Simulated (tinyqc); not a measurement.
# Changing the particle radius R

Model: a particle near a wafer in liquid: double-layer and van der Waals forces (DLVO), deposition barrier and removal. Computed by tinyqc, a small Python program. Command: `OMP_NUM_THREADS=1 python tinyqc.py 3113353 3113354 out.jsonl dlvo sweep`. One thread of a shared host (Intel(R) Xeon(R) Processor @ 2.30GHz), about 0.01 s of CPU time with the checks.

Sphere and flat wall, Derjaguin approximation, constant potentials in the linear-superposition form, no retardation and no hydration force.

Inputs (values chosen for the exercise, of the order of those for silica on copper in water):

| quantity | value | unit |
|---|---|---|
| Hamaker constant A | 2.9e-20 | J |
| potential of the particle psi_1 | 23 | mV |
| potential of the wafer psi_2 | -12 | mV |
| salt concentration c | 0.022 | mol/L |
| valence z of the symmetric salt | 1 | - |
| temperature T | 343 | K |
| dielectric constant of the liquid | 63.7 | - |
| contact distance h0 | 0.4 | nm |
| contact radius over R | 0.058 | - |
| viscosity | 0.72 | mPa s |

Constants: e = 1.602176634e-19 C; N_A = 6.02214076e+23 1/mol; eps_0 = 8.8541878128e-12 F/m; k_B = 1.380649e-23 J/K; k_B = 8.617333262e-05 eV/K.

Method. kappa^2 = 2 z^2 e^2 N_A (1000 c)/(eps eps_0 k_B T); gamma_i = tanh(z e psi_i/(4 k_B T)); Z = 64 pi eps eps_0 (k_B T/(z e))^2 gamma_1 gamma_2. Adhesion F_a = A R/(6 h0^2) [1 + a^2/(R h0)] - kappa Z R exp(-kappa h0), a the contact radius. Drag in a shear flow F_d = 1.7 x 6 pi mu R^2 G, acting at 1.4 R; rolling starts when 1.4 R F_d = a F_a. Wall shear stress = mu G.

One run for each value:

| particle radius R (nm) | wall shear stress for rolling (Pa) | net adhesion F_a (pN) | kappa R |
|---|---|---|---|
| 5 | 8344.8 | 1.6136e+02 | 2.5232e+00 |
| 11 | 3972.2 | 3.7177e+02 | 5.5510e+00 |
| 22 | 2150.3 | 8.0501e+02 | 1.1102e+01 |
| 47 | 1181.3 | 2.0183e+03 | 2.3718e+01 |
| 100 | 729.3 | 5.6408e+03 | 5.0464e+01 |
| 210 | 519.3 | 1.7714e+04 | 1.0597e+02 |
| 450 | 417.5 | 6.5397e+04 | 2.2709e+02 |
| 950 | 370.6 | 2.5873e+05 | 4.7941e+02 |
| 2000 | 348.5 | 1.0782e+06 | 1.0093e+03 |

Describe and explain the trends.

Over the rows, wall shear stress for rolling (Pa) falls from 8340 to 348 (exponent d ln y / d ln x -0.94 between the first rows and -0.083 between the last); net adhesion F_a (pN) rises from 161 to 1.08e6 (exponent d ln y / d ln x 1.1 between the first rows and 1.9 between the last); kappa R rises from 2.52 to 1010 (exponent d ln y / d ln x about 1.00 throughout). At the low end the exponent of wall shear stress for rolling is -0.94, close to -1: adhesion goes as R and drag as R^2. The smallest particle needs 23.9 times the shear stress of the largest.

Caution (rows 5.00): kappa R is not large, so the Derjaguin approximation is only rough at gaps of the order of the Debye length.

Extremes, crossings and ranges named in words are read from the listed rows.
